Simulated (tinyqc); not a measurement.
From results back to parameters: round or elliptic silicon nanowire with anisotropic valleys (Ritz method). Two cases, with inputs chosen for the exercise.

Problem. For a circular wire every level scales as 1/R^2. The lowest level of group A was computed from a hidden radius.

Wire along x = [100] on a (001) wafer, y = [010], z = [001]. Valley groups, two valleys each (w = inverse masses): A, axis along z: w_y = 1/mt, w_z = 1/ml, m_x = mt; B, axis along y: w_y = 1/ml, w_z = 1/mt, m_x = mt; C, axis along x: w_y = w_z = 1/mt, m_x = ml.

Hard wall on the ellipse (y/a)^2 + (z/b)^2 = 1, c = hbar^2/2m0. With u = y/a, v = z/b the operator is -c [(w_y/a^2) d2/du2 + (w_z/b^2) d2/dv2] on the unit disc. Basis (1 - u^2 - v^2) u^i v^j; S, X and Y are the disc integrals of f f', (df/du)(df'/du) and (df/dv)(df'/dv), from the integral of u^p v^q = 2 Gamma((p+1)/2) Gamma((q+1)/2)/((p + q + 2) Gamma((p+q+2)/2)) for even p, q; H = c (w_y X/a^2 + w_z Y/b^2).

Converged values use 21 functions of each parity class (e or o in u, then in v).

Constants: hbar^2/2m0 = 3.80998211 eV angstrom^2.

Case 1.

Values chosen (out of a larger set: near those of a Si nanowire; not measured data): ml = 0.901 m0 (longitudinal mass); mt = 0.19 m0 (transverse mass).

level = 0.102133 eV

Case 2.

Values chosen (out of a larger set: near those of a Si nanowire; not measured data): ml = 0.925 m0 (longitudinal mass); mt = 0.189 m0 (transverse mass).

level = 0.041037 eV

Find: E R^2/c; R.

Solution.

Case 1.

E R^2/c = 18.121
R = 26.0 angstrom

Solve once for R = 1 and scale. The mean inverse mass would give 2.404826^2 (1/mt + 1/ml)/2 = 18.428, 1.7 % too high.

Case 2.

E R^2/c = 18.106
R = 41.0 angstrom

Solve once for R = 1 and scale. The mean inverse mass would give 2.404826^2 (1/mt + 1/ml)/2 = 18.425, 1.8 % too high.

Computed by tinyqc, one run a case: `OMP_NUM_THREADS=1 python tinyqc.py N N+1 out.jsonl` with N = 1251626, 1251676; one thread of a shared Intel(R) Xeon(R) Processor @ 2.30GHz, about 0.05 s a run at most.
